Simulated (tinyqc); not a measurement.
# CMOS inverter, nodal equation and switching: effects of single changes

An n-channel pull-down (bn, VTn) and a p-channel pull-up (bp, VTp) share the input Vin and the output node Vout, which carries the load C. Transistor (EKV form, voltages against the body): I = 2 n b Vt^2 [F(vp - Vs) - F(vp - Vd)] from drain to source, F(v) = ln^2(1 + exp(v/(2 Vt))), vp = (Vg - VT + sg |Vd - Vs|)/n. n-channel bodies are at 0; for the p-channel device all voltages are counted down from Vdd. b in uA/V^2 gives I in uA. Static: In = Ip. Transient: C dVout/dt = Ip - In. No velocity saturation, no gate capacitance beyond C.

Parameters, values chosen for the exercise: temperature T = 273 K; supply voltage Vdd = 0.5 V; slope factor n = 1.36; drain-induced barrier lowering sg = 0.112; n-channel threshold VTn = 0.27 V; p-channel threshold (magnitude) VTp = 0.4 V; gain factor of the pull-down transistor bn = 180 uA/V^2; gain factor of the pull-up transistor bp = 230 uA/V^2; load capacitance C = 0.4 fF.

Constants: q = 1.602176634e-19 C, kB = 1.380649e-23 J/K, Vt = kB T/q. Results are converted to the units shown.

Each table varies one quantity; the others keep the values above.

## Effect of the gain factor of the pull-up transistor

VM solves In = Ip with Vin = Vout; VIL and VIH are the inputs of gain -1, NML = VIL - Vout(VIH), NMH = Vout(VIL) - VIH. For a step input the delay to Vdd/2 is tHL = C times the integral of dV/(In - Ip) from Vdd/2 to Vdd at Vin = Vdd, and tLH likewise with Ip - In from 0 to Vdd/2 at Vin = 0.

Effect of the gain factor of the pull-up transistor:

| bp (uA/V^2) | VM (V) | gain at VM | NML (V) | NMH (V) | tHL (ps) | tLH (ps) |
|---|---|---|---|---|---|---|
| 36 | 0.1641 | -8.854 | 0.09639 | 0.2870 | 20.35 | 344.5 |
| 55 | 0.1714 | -8.872 | 0.1045 | 0.2792 | 20.35 | 225.5 |
| 85 | 0.1788 | -8.886 | 0.1128 | 0.2711 | 20.35 | 145.9 |
| 130 | 0.1860 | -8.896 | 0.1209 | 0.2631 | 20.35 | 95.39 |
| 200 | 0.1933 | -8.904 | 0.1290 | 0.2550 | 20.35 | 62.00 |
| 310 | 0.2008 | -8.910 | 0.1372 | 0.2468 | 20.35 | 40.00 |
| 470 | 0.2079 | -8.914 | 0.1450 | 0.2389 | 20.35 | 26.38 |
| 720 | 0.2152 | -8.917 | 0.1529 | 0.2307 | 20.35 | 17.22 |

What does the table show?

As bp goes from 36 to 720 uA/V^2, VM rises from 0.164 to 0.215 V, the size of the gain rises from 8.85 to 8.92, tHL stays near 20.3 ps and tLH falls from 345 to 17.2 ps. The smaller margin is largest, 0.153 V, at bp = 720 uA/V^2 among the rows. A stronger pull-up raises VM and trades low-side against high-side margin.

## Energy per operation against supply voltage

A chain of 20 such gates sets the cycle time tc = 20 (tHL + tLH)/2; per gate and cycle the switching energy is 0.2 C Vdd^2 and the leakage energy Vdd Ileak tc, Ileak the mean supply current at Vin = 0 and Vdd.

Energy per operation against supply voltage:

| Vdd (V) | tc (ns) | switching (aJ) | leakage (aJ) | total (aJ) |
|---|---|---|---|---|
| 0.15 | 2105 | 1.800 | 14.50 | 16.30 |
| 0.2 | 412.0 | 3.200 | 4.792 | 7.992 |
| 0.25 | 98.10 | 5.000 | 1.716 | 6.716 |
| 0.3 | 25.49 | 7.200 | 0.6380 | 7.838 |
| 0.35 | 7.620 | 9.800 | 0.2648 | 10.06 |
| 0.4 | 2.811 | 12.80 | 0.1327 | 12.93 |
| 0.5 | 0.7426 | 20.00 | 0.06185 | 20.06 |
| 0.6 | 0.3505 | 28.80 | 0.04940 | 28.85 |
| 0.8 | 0.1548 | 51.20 | 0.05764 | 51.26 |
| 1 | 0.09641 | 80.00 | 0.08828 | 80.09 |

The total energy goes from 16.3 through a minimum of 6.72 (at Vdd = 0.25 V among the rows listed) to 80.1 aJ, while the cycle time falls from 2100 to 0.0964 ns. Leakage makes up 89 % of the total in the first row and 0.11 % in the last. Below threshold the cycle lengthens exponentially and leakage flows for all of it, hence the minimum. For Vdd = 0.8 to 1 V the overdrive passes 0.5 V, where velocity saturation, left out here, would lengthen the delays of short devices. For Vdd = 0.15 to 0.35 V the supply is below a threshold, where mismatch, left out here, dominates margins and delay.

## Effect of the supply voltage

Same model as above.

Results:

| Vdd (V) | VM (V) | gain at VM | NML (V) | NMH (V) | tHL (ps) | tLH (ps) |
|---|---|---|---|---|---|---|
| 0.2 | 0.04725 | -4.503 | 0.002146 | 0.1242 | 1140 | 4.006e4 |
| 0.3 | 0.09547 | -7.982 | 0.04608 | 0.1680 | 150.9 | 2398 |
| 0.4 | 0.1454 | -8.787 | 0.08945 | 0.2110 | 42.81 | 238.3 |
| 0.5 | 0.1957 | -8.906 | 0.1316 | 0.2524 | 20.35 | 53.91 |
| 0.6 | 0.2464 | -8.924 | 0.1717 | 0.2909 | 12.55 | 22.50 |
| 0.8 | 0.3494 | -8.928 | 0.2428 | 0.3545 | 6.796 | 8.688 |
| 1.2 | 0.5600 | -8.929 | 0.3613 | 0.4404 | 3.429 | 3.504 |

Estimate the missing row, Vdd = 1 V.

Computed row:

| Vdd (V) | VM (V) | gain at VM | NML (V) | NMH (V) | tHL (ps) | tLH (ps) |
|---|---|---|---|---|---|---|
| 1 | 0.4542 | -8.928 | 0.3042 | 0.4016 | 4.576 | 5.065 |

With this row back in the table: As Vdd goes from 0.2 to 1.2 V, VM rises from 0.0473 to 0.560 V, the size of the gain rises from 4.50 to 8.93, tHL falls from 1140 to 3.43 ps and tLH falls from 40100 to 3.50 ps. The smaller margin is largest, 0.361 V, at Vdd = 1.2 V among the rows. For Vdd = 0.8 to 1.2 V the overdrive passes 0.5 V, where velocity saturation, left out here, would lengthen the delays of short devices. For Vdd = 0.2 to 0.3 V the supply is below a threshold, where mismatch, left out here, dominates margins and delay.

Numbers from tinyqc (`OMP_NUM_THREADS=1 python tinyqc.py 2340052 2340053 out.jsonl`; about 0.03 s on one thread of a shared Intel Xeon 2.30GHz).
